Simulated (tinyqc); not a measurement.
CISD on RHF in the 3-21g basis, for H2, spin multiplicity 1, step by step. One step of it, computed by the program tinyqc.

Problem. CISD: determinants and Hamiltonian. Slater-Condon rules over spin orbitals, with the nuclear repulsion added and E(HF) subtracted on the diagonal.

one-electron integrals over orbitals h = C^T H C (hartree), lower triangle:
```
,1,2,3,4
1,-1.074736
2,0.000000,-0.622187
3,-0.125793,0.000000,0.142104
4,0.000000,0.187037,0.000000,0.238666
```

Two-electron integrals over orbitals (pq|rs), unique and non-zero (hartree):
```
p,q,r,s,(pq|rs)
1,1,1,1,0.562925
2,1,2,1,0.118729
2,2,1,1,0.457650
2,2,2,2,0.424310
3,1,1,1,0.125793
3,1,2,2,0.073990
3,1,3,1,0.092195
3,2,2,1,0.020721
3,2,3,2,0.041881
3,3,1,1,0.522203
3,3,2,2,0.432060
3,3,3,1,0.124744
3,3,3,3,0.511723
4,1,2,1,-0.078629
4,1,3,2,-0.056057
4,1,4,1,0.102231
4,2,1,1,-0.132833
4,2,2,2,-0.076798
4,2,3,1,-0.082205
4,2,3,3,-0.128293
4,2,4,2,0.084970
4,3,2,1,-0.134322
4,3,3,2,-0.052397
4,3,4,1,0.125999
4,3,4,3,0.195017
4,4,1,1,0.567386
4,4,2,2,0.469300
4,4,3,1,0.166027
4,4,3,3,0.558729
4,4,4,2,-0.161671
4,4,4,4,0.632916
```

nuclear repulsion = 0.50445873 hartree

Hartree-Fock energy = -1.08208957 hartree

Give: determinants; H - E(HF) between determinants.

Solution.

Occupation strings over the orbitals (2 doubly, a alpha, b beta, 0 empty; spin orbitals ordered 1a 1b 2a 2b ...): 2000 ab00 a0b0 a00b ba00 b0a0 b00a 0200 0ab0 0a0b 0ba0 0020 00ab 0b0a 00ba 0002

H - E(HF) between determinants (hartree), lower triangle:
```
,2000,ab00,a0b0,a00b,ba00,b0a0,b00a,0200,0ab0,0a0b,0ba0,0020,00ab,0b0a,00ba,0002
2000,0.000
ab00,0.000,0.347
a0b0,0.000,0.000,1.176
a00b,0.000,0.054,0.000,1.318
ba00,0.000,-0.119,0.000,0.079,0.347
b0a0,0.000,0.000,-0.092,0.000,0.000,1.176
b00a,0.000,0.079,0.000,-0.102,0.054,0.000,1.318
0200,0.119,0.000,0.021,0.000,0.000,-0.021,0.000,0.766
0ab0,0.000,0.021,0.000,-0.134,0.052,0.000,0.082,0.000,1.539
0a0b,-0.079,0.000,-0.134,0.000,0.000,0.056,0.000,0.110,0.000,1.672
0ba0,0.000,0.052,0.000,0.082,0.021,0.000,-0.134,0.000,-0.042,0.000,1.539
0020,0.092,0.000,-0.001,0.000,0.000,0.001,0.000,0.042,0.000,-0.052,0.000,2.382
00ab,0.000,-0.082,0.000,0.040,0.056,0.000,-0.126,0.000,-0.052,0.000,-0.059,0.000,2.526
0b0a,0.079,0.000,0.056,0.000,0.000,-0.134,0.000,-0.110,0.000,-0.085,0.000,0.052,0.000,1.672
00ba,0.000,0.056,0.000,-0.126,-0.082,0.000,0.040,0.000,-0.059,0.000,-0.052,0.000,-0.195,0.000,2.526
0002,0.102,0.000,0.126,0.000,0.000,-0.126,0.000,0.085,0.000,0.025,0.000,0.195,0.000,-0.025,0.000,2.697
```
